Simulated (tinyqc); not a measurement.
Exchange-only LDA atom on a uniform radial grid, spin-unpolarised, for Li, step by step. Computed by tinyqc, a small Python program that keeps every step. Settings: Z = 3, points = 128, R = 10.1, functional = Slater exchange alone, mixing = 0.6, iteration cap = 60. Command: `OMP_NUM_THREADS=1 python tinyqc.py 20176 20177 out.jsonl` (the two numbers bound the seeds that draw the settings). One thread of a shared host (Intel(R) Xeon(R) Processor @ 2.60GHz), about 0.1 s of CPU time with the checks. Later iterations appear only in the table of the cycle.

## Iteration 1

Spherical atom on a uniform radial grid r_j = j h with h = R/(N + 1), h sum u^2 = 1 and integrals as h times sums, u(0) = u(R) = 0 (atomic units):
```
parameter            value
Z                        3
points N               128
R                10.100000
h                 0.078295
mixing            0.600000
electrons in 1s          2
electrons in 2s          1
```

Three-point differences turn -u''/2 + [l(l+1)/2r^2 - Z/r + V] u = e u into a tridiagonal matrix (diagonal 1/h^2 + potential, off-diagonal -1/2h^2). D = sum f u^2; the Hartree potential y/r solves y'' = -D/r with y(0) = 0, y(R) = N_e; v_xc comes from rho = D/(4 pi r^2); E = sum f e - int D V + int D (V_H/2 + eps_xc); V(new) = V + mixing (V_H + v_xc - V).

eigenvalues (hartree): 1s -4.439589, 2s -1.121147

Every 8th grid point:
```
r              V in     u(1s)      u(2s)         D       V_H       v_xc
0.626357   0.000000  0.997601   0.060486  1.994072  3.566089  -0.728260
1.252713   0.000000  0.309913  -0.613678  0.568694  2.129033  -0.301980
1.879070   0.000000  0.072208  -0.748874  0.571240  1.528480  -0.230798
2.505426   0.000000  0.014955  -0.593859  0.353116  1.181172  -0.162295
3.131783   0.000000  0.002904  -0.390013  0.152127  0.954314  -0.105632
3.758140   0.000000  0.000541  -0.229958  0.052881  0.797508  -0.065772
4.384496   0.000000  0.000098  -0.126394  0.015975  0.684076  -0.039822
5.010853   0.000000  0.000017  -0.066116  0.004371  0.598671  -0.023651
5.637209   0.000000  3.04e-06  -0.033335  0.001111  0.532173  -0.013851
6.263566   0.000000  5.25e-07  -0.016335  0.000267  0.478959  -0.008025
6.889922   0.000000  8.97e-08  -0.007823  0.000061  0.435418  -0.004610
7.516279   0.000000  1.52e-08  -0.003675  0.000014  0.399134  -0.002629
8.142636   0.000000  2.56e-09  -0.001692  2.86e-06  0.368431  -0.001486
8.768992   0.000000  4.28e-10  -0.000752  5.66e-07  0.342115  -0.000824
9.395349   0.000000  7.00e-11  -0.000294  8.63e-08  0.319307  -0.000420
10.021705  0.000000         0  -0.000029  8.22e-10  0.299350  -0.000085
```

total energy = -6.62078344 hartree

## Iteration 2

As before.

eigenvalues (hartree): 1s -2.511934, 2s -0.360656

Every 8th grid point:
```
r              V in     u(1s)      u(2s)         D       V_H       v_xc
0.626357   1.702697  1.008607   0.125134  2.050235  3.306206  -0.735034
1.252713   1.096232  0.404002  -0.325972  0.432694  1.988341  -0.275685
1.879070   0.778609  0.129908  -0.573179  0.362286  1.440619  -0.198294
2.505426   0.611326  0.038379  -0.618833  0.385900  1.135979  -0.167170
3.131783   0.509209  0.010824  -0.552714  0.305727  0.934096  -0.133302
3.758140   0.439042  0.002965  -0.445680  0.198648  0.789204  -0.102243
4.384496   0.386552  0.000797  -0.337303  0.113775  0.680845  -0.076617
5.010853   0.345012  0.000211  -0.244602  0.059830  0.597462  -0.056574
5.637209   0.310993  0.000055  -0.171986  0.029579  0.531736  -0.041356
6.263566   0.282561  0.000014  -0.118043  0.013934  0.478808  -0.029996
6.889922   0.258485  3.74e-06  -0.079305  0.006289  0.435369  -0.021593
7.516279   0.237903  9.63e-07  -0.052041  0.002708  0.399119  -0.015387
8.142636   0.220167  2.47e-07  -0.032974  0.001087  0.368428  -0.010761
8.768992   0.204774  6.31e-08  -0.019448  0.000378  0.342114  -0.007203
9.395349   0.191332  1.54e-08  -0.009363  0.000088  0.319307  -0.004226
10.021705  0.179559  1.19e-09  -0.001001  1.00e-06  0.299350  -0.000912
```

total energy = -7.00815337 hartree

## Convergence

Stop when input and output potentials agree to 1e-7.

Course of the cycle (hartree):
```
iteration            E      e(1s)      e(2s)  largest |V(out) - V(in)|
1          -6.62078344  -4.439589  -1.121147                  4.38e+00
2          -7.00815337  -2.511934  -0.360656                  1.15e+00
3          -7.05655131  -1.959319  -0.154915                  2.75e-01
4          -7.06134208  -1.814976  -0.096546                  6.69e-02
5          -7.06183227  -1.779589  -0.079255                  1.72e-02
6          -7.06188879  -1.771622  -0.074062                  5.65e-03
7          -7.06189588  -1.770214  -0.072529                  1.88e-03
8          -7.06189682  -1.770188  -0.072097                  1.01e-03
9          -7.06189695  -1.770349  -0.071988                  4.79e-04
10         -7.06189697  -1.770469  -0.071966                  2.16e-04
11         -7.06189697  -1.770537  -0.071965                  9.48e-05
12         -7.06189697  -1.770571  -0.071968                  4.09e-05
13         -7.06189697  -1.770587  -0.071970                  1.74e-05
14         -7.06189697  -1.770594  -0.071971                  7.40e-06
15         -7.06189697  -1.770597  -0.071972                  3.12e-06
16         -7.06189697  -1.770598  -0.071972                  1.31e-06
17         -7.06189697  -1.770599  -0.071972                  5.51e-07
18         -7.06189697  -1.770599  -0.071972                  2.30e-07
19         -7.06189697  -1.770599  -0.071972                  9.71e-08
```

Converged in 19 iterations. A uniform grid resolves the cusp poorly: for a bare nucleus this grid gives 1s at -4.43959 against -Z^2/2 = -4.5 hartree. Before convergence this energy mixes input and output and is not variational, so it may rise towards its limit.
